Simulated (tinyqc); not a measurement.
Inside a calculation. Method: Jacobi rotations on a symmetric matrix. One step of it, computed by the program tinyqc.

Task: Jacobi rotation 2. Take the largest off-diagonal element A_pq; tan 2 theta = 2 A_pq / (A_qq - A_pp) with |theta| <= pi/4; A' = J^T A J with J_pp = J_qq = cos, J_pq = sin, J_qp = -sin.

A', lower triangle:
```
           1          2          3         4         5         6
1   0.771000
2  -0.065000   0.946000
3  -0.232000  -0.218000   1.744000
4  -0.635428   0.156262   0.621424  1.266331
5   0.235280  -0.793064   0.167418  0.000000  2.995669
6   0.489000   0.807000  -0.294000  0.016957  0.286807  4.437000
```

Give: p, q, theta; A'.

Result:

p, q, theta (rad): 2.0000  6.0000  0.2165

A', lower triangle:
```
         1        2        3       4       5       6
1   0.7710
2  -0.1685   0.7685
3  -0.2320  -0.1497   1.7440
4  -0.6354   0.1490   0.6214  1.2663
5   0.2353  -0.8362   0.1674  0.0000  2.9957
6   0.4636   0.0000  -0.3340  0.0501  0.1097  4.6145
```
